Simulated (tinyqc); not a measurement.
Hot electrons in a saturated n-channel MOSFET, lucky-electron model: one step of the calculation.

Beyond pinch-off the lateral field grows as Esat cosh(y/l) over the velocity-saturated region (pseudo-two-dimensional model). Impact ionisation in this region gives the substrate current, which biases the body forward through Rsub. Currents are per width. Local-field laws: they overstate ionisation when the field peak is narrower than an energy relaxation length.

Question. Length and field scales. Cox = 3.9 eps0/tox, l = sqrt(3 tox xj), Esat = 2 vs/mu.

Parameters, values chosen for the exercise; values close to those of silicon n-channel devices: channel length L = 0.25 um; oxide thickness tox = 5.5 nm; junction depth xj = 72 nm; effective mobility mu = 400 cm^2/(V s); saturation velocity vs = 8.8e6 cm/s.

Constants: eps0 = 8.8541878128e-14 F/cm where lengths are in cm. Results are converted to the units shown.

Find: Cox; l; Esat; Esat L.

Answer.

Cox = 0.62784 uF/cm^2
l = 34.467 nm
Esat = 0.044000 MV/cm
Esat L = 1.1000 V

Program tinyqc, `OMP_NUM_THREADS=1 python tinyqc.py 2550131 2550132 out.jsonl`; Intel Xeon 2.30GHz, shared host, one thread, about 0.01 s.
